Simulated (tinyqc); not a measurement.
Scale length and barrier from the threshold roll-off.

Question. For L well above Lambda the threshold falls by 2 m sqrt(A (A + Vds)) exp(-pi L/(2 Lambda)), A being the height of the source potential over the barrier top; the two values follow this form. Find Lambda and A.

Inputs (values chosen for the exercise):
- m = 1 (long-channel body factor)
- Vds = 0.6 V (drain voltage)

threshold lowering at L = 41 and 66 nm (mV): [72.986338, 10.716118]

Solution. The ratio of the two values gives Lambda; the prefactor gives A (A + Vds), a quadratic with one positive root.

Lambda = 20.5 nm
A = 0.600 V

Numbers from tinyqc (`OMP_NUM_THREADS=1 python tinyqc.py 2420128 2420129 out.jsonl`; about 0.01 s on one thread of a shared Intel Xeon 2.30GHz).
